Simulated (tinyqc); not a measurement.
Extrapolating accelerated tests: lateral field, substrate current, probability of reaching the oxide barrier and hot-carrier lifetime of a silicon transistor (pseudo-two-dimensional and lucky-electron models). Computed by tinyqc, a small Python program. Command: `OMP_NUM_THREADS=1 python tinyqc.py 3025986 3025987 out.jsonl hotcar walk`. One thread of a shared host (Intel(R) Xeon(R) Processor @ 2.30GHz), about 0.01 s of CPU time with the checks.

Local-field models: a lucky carrier gains its energy at the peak field over a path free of collisions. Voltages are magnitudes.

Inputs (values chosen for the exercise, modelled on a silicon n-channel):
```
quantity                              value                      unit
channel length L                        370                        nm
oxide thickness t                       6.9                        nm
junction depth x_j                       96                        nm
mobility mu                             360                cm^2/(V s)
saturation velocity v_s                0.86                  1e7 cm/s
threshold voltage V_T                  0.44                         V
gate voltage V_G                        1.2                         V
drain voltage V_D                       2.9                         V
ionisation prefactor A_i              2e+06                      1/cm
ionisation field B_i                   1.65                     MV/cm
hot-carrier mean free path lambda       7.4                        nm
oxide barrier phi_b                     3.1                        eV
interface-trap threshold phi_it         3.6                        eV
lifetime constant H                     100  s microampere/micrometre
length of the depleted extension L_n     19                        nm
```

Drain: lightly doped extension.

Constants: eps_0 = 8.8541878128e-12 F/m.

Method:
- C_ox = 3.9 eps_0/t; F_sat = 2 v_s/mu; V_Dsat = V_ov F_sat L/(V_ov + F_sat L), V_ov = V_G - V_T; I_D/W = C_ox v_s (V_ov - V_Dsat).
- Scale length l = 0.22 t^(1/3) x_j^(1/2) (all in cm); F_m = sqrt(((V_D - V_Dsat)/l_e)^2 + F_sat^2), with l_e = l + L_n; length of the velocity-saturated region l_e ln((V_D - V_Dsat)/(l_e F_sat) + F_m/F_sat).
- Substrate current I_sub/I_D = (A_i/B_i)(V_D - V_Dsat) exp(-B_i/F_m); probability of reaching the oxide barrier exp(-phi_b/(e lambda F_m)); lifetime tau = (H/(I_D/W)) exp(phi_it/(e lambda F_m)).
- V_10 solves tau = 3.156e8 s at the given V_G. The extrapolation fits ln(tau) against 1/V_D at 1, 1.08, 1.16 and 1.25 times the given V_D (rounded to 3 digits) by least squares and reads off the same tau.

V_Dsat = 0.531499 V

Stress points:
```
V_D (V)  1/V_D (1/V)     tau (s)
2.90         0.34483  9.6962e+06
3.13         0.31949  2.4115e+06
3.36         0.29762  7.4717e+05
3.62         0.27624  2.4391e+05
```

ten-year drain voltage V_10 = 2.4662 V

V_10 from the 1/V_D extrapolation = 2.4394 V

The extrapolation is 27 mV below the true value: ln(tau) is nearly linear in 1/(V_D - V_Dsat), not in 1/V_D, so the straight line errs on the safe side when one extrapolates down. At V_10 the available energy e V_D is below phi_it, so the model understates the lifetime there.

Extremes, crossings and ranges named in words are read from the listed rows.
